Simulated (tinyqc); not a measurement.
Thermal displacements in the Debye model: Debye-Waller factors, bond-length spread and the Lindemann rule: one step, computed by the program tinyqc. Command: `OMP_NUM_THREADS=1 python tinyqc.py 3009360 3009361 out.jsonl debyewaller walk`. One thread of a shared host (Intel(R) Xeon(R) Processor @ 2.30GHz), about 0.01 s of CPU time with the checks.

A Debye spectrum with three branches of one velocity, cut at k_B Theta; 2 atoms per cube, nearest neighbours at d = 0.866025 a.

Task: Recoil-free fraction. A nucleus of this mass is supposed to emit a gamma ray of the energy chosen: recoil energy E_R = E^2/(2 M c^2), wave number k_g = E/(hbar c), recoil-free fraction f = exp(-k_g^2 <u_x^2>).

Inputs (values chosen for the exercise, modelled on tungsten):

| quantity | value | unit |
|---|---|---|
| atomic mass M | 183.84 | u |
| Debye temperature Theta | 338 | K |
| temperature T | 300 | K |
| gamma-ray energy E | 23.9 | keV |

Structure: bcc.

<u_x^2> = 0.002151071 angstrom^2

Constants: e = 1.602176634e-19 C; u = 1.6605390666e-27 kg; c = 299792458 m/s; hbar = 6.582119569e-16 eV s; k_B = 8.617333262e-05 eV/K.

Give: recoil energy; k_g; recoil-free fraction f.

Result:

recoil energy = 1.668 meV

k_g = 12.11 1/angstrom

recoil-free fraction f = 0.7294
